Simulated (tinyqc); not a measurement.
Bowing of the band edge from disorder: coherent potential approximation for a binary alloy with a semi-elliptic band.

Site levels eA = -x d (share 1 - x) and eB = (1 - x) d (share x), so that their mean, the virtual crystal, is 0. Pure band: G0(z) = 2 (z - sqrt(z - W) sqrt(z + W))/W^2 with principal roots, density -Im G/pi per site. The medium has a self-energy S(z), G = G0(z - S), z = E + i eta. t_i = (e_i - S)/(1 - (e_i - S) G); the CPA demands <t> = (1 - x) tA + x tB = 0. Iteration: start at S = 0, set S(new) = S + <t>/(1 + <t> G), stop when |<t>| < 1e-9 eV.

Values chosen for the exercise: W = 2.6 eV (half width of the pure band); d = 3.76 eV (eB - eA).

For eta = 0 the CPA reads G = (1 - x)/(y - eA) + x/(y - eB) with y = E - W^2 G/4; the lower edge is the maximum of E(y) = y + W^2 G(y)/4 for y < eA. The virtual crystal puts it at -W. Second order: -W - 2 x (1 - x) d^2/W, from S = x (1 - x) d^2 G0(-W), G0(-W) = -2/W.

Lower edge (eV):
```
x        edge  edge + W  second order  (edge + W)/(x (1 - x))
0.05  -2.7390   -0.1390       -0.5166                 -2.9257
0.25  -3.2781   -0.6781       -2.0391                 -3.6163
0.40  -3.6595   -1.0595       -2.6100                 -4.4147
0.50  -3.8987   -1.2987       -2.7188                 -5.1949
0.60  -4.1212   -1.5212       -2.6100                 -6.3383
0.75  -4.4067   -1.8067       -2.0391                 -9.6358
0.90  -4.5700   -1.9700       -0.9788                -21.8892
0.95  -4.5490   -1.9490       -0.5166                -41.0317
```

Give the missing row, x = 0.10.

Computed row:
```
x        edge  edge + W  second order  (edge + W)/(x (1 - x))
0.10  -2.8764   -0.2764       -0.9788                 -3.0712
```

second-order coefficient = -10.8751 eV

Disorder pushes the edge below the virtual crystal, most at x = 0.9 (-1970 meV). The coefficient runs from -2.926 at x = 0.05 to -41.032 eV at 0.95, against -10.875 in second order, which is only a guide at d/W = 1.45: it depends strongly on x and is largest in size where the low-lying A atoms are dilute and act as attractive impurities. For d above W/2 they bind a level, and the ratio then measures that level rather than bowing.

Run: tinyqc, `OMP_NUM_THREADS=1 python tinyqc.py 1450261 1450262 out.jsonl`; Intel(R) Xeon(R) Processor @ 2.30GHz, one thread, shared host; about 0.01 s of CPU time with all checks.
